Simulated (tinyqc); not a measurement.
Interstitial-substitutional diffusion of a fast metal impurity in a wafer (kick-out and dissociative mechanisms): one step, computed by the program tinyqc. Command: `OMP_NUM_THREADS=1 python tinyqc.py 3003554 3003555 out.jsonl kickout walk`. One thread of a shared host (Intel(R) Xeon(R) Processor @ 2.30GHz), about 0.2 s of CPU time with the checks.

The metal moves as an interstitial A_i and dissolves on lattice sites either by kicking out a self-interstitial (A_i = A_s + I) or by filling a vacancy (A_i + V = A_s). With A_i at its solubility, local equilibrium and c = C_s/C_s*, self-interstitials and vacancies obey C_I/C_I* = 1/c and C_V/C_V* = c.

Problem. Diffusivity against concentration. In defect-free silicon dc/dt = d/dx [(D_K/c^2 + D_F) dc/dx], c = 1 at both faces. D_K = D_I C_I*/C_s* and D_F = D_V C_V*/C_s*. The two terms are equal at c* = sqrt(D_K/D_F). Take c = 1, 0.5, 0.2, 0.1, 0.03 and 0.01.

Inputs (values chosen for the exercise, loosely like those of a heavy transition metal in silicon): temperature T = 950 C.

D_K = 2.612986e-10 cm^2/s

D_F = 7.242682e-11 cm^2/s

Give: c*; Effective diffusivity (cm^2/s).

Solution.

c* = 1.899

Effective diffusivity (cm^2/s):

| c | kick-out term | total |
|---|---|---|
| 1.00 | 2.613e-10 | 3.337e-10 |
| 0.50 | 1.045e-09 | 1.118e-09 |
| 0.20 | 6.532e-09 | 6.605e-09 |
| 0.10 | 2.613e-08 | 2.620e-08 |
| 0.03 | 2.903e-07 | 2.904e-07 |
| 0.01 | 2.613e-06 | 2.613e-06 |
